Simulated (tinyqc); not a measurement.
Jacobi rotations on a symmetric matrix, step by step. Computed by tinyqc, a small Python program that keeps every step. Settings: method = jacobi. Command: `OMP_NUM_THREADS=1 python tinyqc.py 22421 22422 out.jsonl` (the two numbers bound the seeds that draw the settings). One thread of a shared host (Intel(R) Xeon(R) Processor @ 2.60GHz), about 0.01 s of CPU time with the checks.

## Jacobi rotation 1

A:
$$\begin{pmatrix}
1.3350 & 0.2530 & -0.5960 & 0.7650 & 0.0070 \\
0.2530 & 2.4990 & 0.3910 & 0.3650 & 0.4580 \\
-0.5960 & 0.3910 & 2.6490 & 0.4330 & -0.6560 \\
0.7650 & 0.3650 & 0.4330 & 2.7130 & -0.3510 \\
0.0070 & 0.4580 & -0.6560 & -0.3510 & 3.9770
\end{pmatrix}$$

Take the largest off-diagonal element A_pq; tan 2 theta = 2 A_pq / (A_qq - A_pp) with |theta| <= pi/4; A' = J^T A J with J_pp = J_qq = cos, J_pq = sin, J_qp = -sin.

p, q, theta (rad): [1.0000, 4.0000, 0.4188]

A':
$$\begin{pmatrix}
0.9945 & 0.0827 & -0.7206 & 0.0000 & 0.1491 \\
0.0827 & 2.4990 & 0.3910 & 0.4363 & 0.4580 \\
-0.7206 & 0.3910 & 2.6490 & 0.1532 & -0.6560 \\
0.0000 & 0.4363 & 0.1532 & 3.0535 & -0.3178 \\
0.1491 & 0.4580 & -0.6560 & -0.3178 & 3.9770
\end{pmatrix}$$

## Jacobi rotation 2

As before.

p, q, theta (rad): [1.0000, 3.0000, -0.3583]

A':
$$\begin{pmatrix}
0.7246 & 0.2146 & 0.0000 & 0.0537 & -0.0904 \\
0.2146 & 2.4990 & 0.3372 & 0.4363 & 0.4580 \\
0.0000 & 0.3372 & 2.9188 & 0.1435 & -0.6666 \\
0.0537 & 0.4363 & 0.1435 & 3.0535 & -0.3178 \\
-0.0904 & 0.4580 & -0.6666 & -0.3178 & 3.9770
\end{pmatrix}$$

## All rotations

The off-diagonal norm falls at every rotation.

Rotations:
```
step    p    q      theta  off-diagonal norm
1       1    4     0.4188           1.82e+00
2       1    3    -0.3583           1.51e+00
3       3    5    -0.4500           1.18e+00
4       2    3     0.7369           9.38e-01
5       4    5    -0.2552           7.98e-01
6       2    4     0.3375           6.04e-01
7       3    4     0.7536           4.25e-01
8       1    2     0.1349           3.55e-01
9       1    4     0.0572           2.81e-01
10      1    5    -0.0298           2.34e-01
11      4    5     0.0870           1.97e-01
...   ...  ...        ...                ...
20      1    4     0.0008           3.50e-03
21      4    5    -0.0021           1.85e-03
22      1    5   3.49e-04           2.21e-04
23      2    3   1.78e-04           5.62e-05
24      3    5   1.95e-05           3.36e-05
25      2    4   1.36e-05           1.85e-05
26      1    3  -6.05e-06           4.80e-06
27      1    4   9.89e-07           2.98e-06
28      1    2  -1.71e-06           1.06e-07
29      3    4   9.64e-08           6.66e-08
30      2    5  -1.90e-08           1.36e-09
```

eigenvalues: [0.6897, 1.9238, 2.7738, 3.3808, 4.4050]
